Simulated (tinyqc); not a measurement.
Fermi level and growth conditions: formation energy of a charged point defect from supercell energies. Computed by tinyqc, a small Python program. Command: `OMP_NUM_THREADS=1 python tinyqc.py 3030604 3030605 out.jsonl formation walk`. One thread of a shared host (Intel(R) Xeon(R) Processor @ 2.30GHz), about 0.01 s of CPU time with the checks.

The host is a compound AB. Making the defect adds n_A = 0, n_B = -1 atoms to the cell. All total energies are inputs. E_F is counted from the valence-band maximum (VBM); x = 0 is A-rich and x = 1 B-rich growth.

Inputs (values chosen for the exercise, for a model compound AB): gap E_g = 6.26 eV; E_VBM of the host cell = 2.221 eV; potential alignment dV = -0.0071 eV; dielectric constant eps = 7.48; cell length L = 20.7 angstrom; mu_B of the pure element = -4.155 eV; formation enthalpy dH of AB = -5 eV; growth condition x = 0.72.

Defect: vacancy of B. Supercell lattice: bcc.

charge states q: [0, -1, -2]

E(defect, q) - E(host), in the order of q (eV): [9.013, 13.226, 20.547]

Constants: e^2/(4 pi eps_0) = 14.39964548 eV angstrom.

Method:
- dmu_A = x dH and dmu_B = (1 - x) dH, so that dmu_A + dmu_B = dH; mu = mu(element) + dmu.
- The reservoir term is sum n_i mu_i.
- Image-charge correction of a point charge in a neutralising background: E_corr = q^2 alpha e^2/(4 pi eps_0) / (2 eps L), alpha = 2.888462 for a bcc array with L the cube root of the volume.
- E_f(q, E_F) = [E(defect, q) - E(host)] - sum n_i mu_i + q (E_VBM + dV + E_F) + E_corr(q).
- Each entry is the lowest E_f over q.

E_f(q, 0) (eV): (q=0) 3.4580, (q=-1) 5.5914, (q=-2) 11.1015

sum n_i mu_i = 5.555 eV

Lowest formation energy (eV):
```
E_F (eV)  stable q  A-rich, x = 0  x = 0.5  B-rich, x = 1
0.000            0        -0.1420   2.3580         4.8580
0.782            0        -0.1420   2.3580         4.8580
1.565            0        -0.1420   2.3580         4.8580
2.348           -1        -0.3566   2.1434         4.6434
3.130           -1        -1.1386   1.3614         3.8614
3.912           -1        -1.9206   0.5794         3.0794
4.695           -1        -2.7036  -0.2036         2.2964
5.478           -1        -3.4866  -0.9866         1.5134
6.260           -2        -5.0185  -2.5185        -0.0185
```

Going from A-rich to B-rich growth shifts every line by +5.000 eV and moves no transition level. The slope of the envelope is the stable charge, so E_f is highest in the rows from E_F = 0 to 1.56 eV, where the neutral state is stable: the defect forms most easily in n-type material. Under A-rich growth E_f is negative in every row: the host would not be stable against this defect at that limit. Under B-rich growth E_f turns negative for part of the gap, so in equilibrium E_F cannot enter that part.

Extremes, crossings and ranges named in words are read from the listed rows.
